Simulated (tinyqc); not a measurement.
# Thermophotovoltaic cell, detailed-balance limit: effect of the cell temperature

Every photon above the gap Eg makes one pair and none below is absorbed; carriers thermalise at T and move without loss. Jsc = q F Phi(Eg, Ts); the dark current is J0 = q ge Phi(Eg, T)/ERE with the Boltzmann factor exp(V/Vt). Photons below the gap return to the emitter with reflectance Rf, and the efficiency is the electrical power over the radiant power not returned (luminescence back to the emitter is not credited).

Photon flux above E from a black body at temperature T into a hemisphere: Phi(E, T) = A sum_k exp(-k E/th)[E^2 th/k + 2 E th^2/k^2 + 2 th^3/k^3], k = 1, 2, ..., with th = kB T/q in eV and A = 2 pi q^3/(h^3 c^2). J(V) = Jsc - J0 (exp(V/Vt) - 1); Voc = Vt ln(1 + Jsc/J0); at maximum power v = Vmp/Vt solves (1 + v) exp(v) = 1 + Jsc/J0. Pin = F sigma Ts^4, sigma = 2 pi^5 kB^4/(15 h^3 c^2). Power above the gap: Pg = F A q sum_k exp(-k Eg/th)[Eg^3 a + 3 Eg^2 a^2 + 6 Eg a^3 + 6 a^4], a = th/k at Ts; power not returned Pab = Pin - Rf (Pin - Pg). FF = Vmp Jmp/(Voc Jsc).

Values chosen for this exercise:
- Ts = 1200 K (emitter temperature)
- F = 0.28 (share of the hemisphere filled by the emitter)
- Rf = 0.8 (reflectance for photons below the gap)
- ERE = 0.01 (external radiative efficiency)
- ge = 2 (number of faces that emit)
- Eg = 0.92 eV (band gap)

Constants: q = 1.602176634e-19 C, kB = 1.380649e-23 J/K, h = 6.62607015e-34 J s, c = 299792458 m/s, Vt = kB T/q. Results are converted to the units shown.

The same in every row: Jsc (mA/cm^2) = 66.38.

Effect of the cell temperature:
```
T (K),Voc (V),Eg/q - Voc (V),FF,efficiency (%)
200,0.6875,0.2325,0.8849,5.656
240,0.6371,0.2829,0.8600,5.093
280,0.5860,0.3340,0.8331,4.538
320,0.5344,0.3856,0.8036,3.993
360,0.4823,0.4377,0.7710,3.457
400,0.4298,0.4902,0.7343,2.934
440,0.3769,0.5431,0.6925,2.426
480,0.3236,0.5964,0.6442,1.938
```

Read the table: what changes, and by how much?

As T goes from 200 to 480 K, Jsc stays at 66.4 mA/cm^2, Voc falls from 0.687 to 0.324 V and the efficiency falls from 5.66 to 1.94 %. Voc changes by -1.30 mV/K on average with Eg fixed, and the efficiency by -0.38 % of itself per kelvin.

tinyqc, about 0.01 s, one thread, Intel Xeon 2.30GHz (shared host): `OMP_NUM_THREADS=1 python tinyqc.py 2820115 2820116 out.jsonl`
